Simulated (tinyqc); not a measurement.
Worked calculation: inverse iteration on a symmetric matrix. One step of it, computed by the program tinyqc.

Problem. Step 2. solve (A - shift) w = v; v' = w/|w| with its largest component positive (the first on a tie); lambda = v'^T A v'.

A, lower triangle:
```
,1,2,3,4,5,6
1,0.354000
2,0.900000,0.746000
3,0.569000,0.168000,1.095000
4,0.172000,0.178000,0.613000,1.372000
5,0.491000,-0.225000,0.666000,-0.398000,1.683000
6,1.087000,-0.424000,-0.484000,-0.531000,-0.080000,2.173000
```

vector after step 1: 0.049831  -0.128269  0.775939  -0.434030  -0.433149  0.054614

shift = 0.220000

Give: vector after step 2; Rayleigh quotient after step 2.

Solution.

vector after step 2: -0.0516  -0.1438  0.7281  -0.4880  -0.4557  0.0254

Rayleigh quotient after step 2 = 0.1800
